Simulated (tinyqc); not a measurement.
Grain-boundary trapping model (Seto) of a polycrystalline semiconductor film: one step, computed by the program tinyqc. Command: `OMP_NUM_THREADS=1 python tinyqc.py 3030399 3030400 out.jsonl poly walk`. One thread of a shared host (Intel(R) Xeon(R) Processor @ 2.30GHz), about 0.01 s of CPU time with the checks.

Grains of equal size L are joined by thin boundaries with one trap level. Trapped carriers deplete a width W on each side and raise a barrier, crossed by thermionic emission. Dopants are fully ionised, statistics are non-degenerate and mu_g does not depend on T.

Problem. Resistivity and effective mobility. Boundary: sigma_b = L e^2 n_0 exp(-e V_B/k_B T)/sqrt(2 pi m k_B T); drift through the grain, depleted parts included: rho_g = [(1 - 2W/L) + (2W/L) int_0^1 exp(y^2 s^2) ds]/(e n_0 mu_g); rho = 1/sigma_b + rho_g. Mean carrier density n_av = n_0 [(1 - 2W/L) + (2W/L) (sqrt(pi)/2) erf(y)/y], y = sqrt(e V_B/k_B T); effective mobility 1/(e n_av rho).

Inputs (values chosen for the exercise, modelled on polycrystalline germanium):
```
quantity                           value        unit
effective mass m                    0.19         m_0
grain size L                         200          nm
doping N                         1.6e+16      1/cm^3
mobility inside the grains mu_g      450  cm^2/(V s)
temperature T                        300           K
```

Grain interior: resistance included.

depletion width W = 100 nm

barrier V_B = 0.09047564 V

E_F = -0.1903806 eV

centre density n_0 = 3.864357e+15 1/cm^3

Constants: k_B = 8.617333262e-05 eV/K; m_0 = 9.1093837015e-31 kg; k_B = 1.380649e-23 J/K; e = 1.602176634e-19 C.

Give: boundary resistivity; drift resistivity rho_g; resistivity rho; mean carrier density; effective mobility.

Solution.

boundary resistivity = 11.20 ohm cm

drift resistivity rho_g = 20.94 ohm cm

resistivity rho = 32.14 ohm cm

mean carrier density = 1.816e+15 1/cm^3

effective mobility = 106.9 cm^2/(V s)

A single crystal with the same N and mu_g would have 0.867 ohm cm, a factor 37.1 lower. Caution: n_0 is not small against N, so full depletion is a rough description.
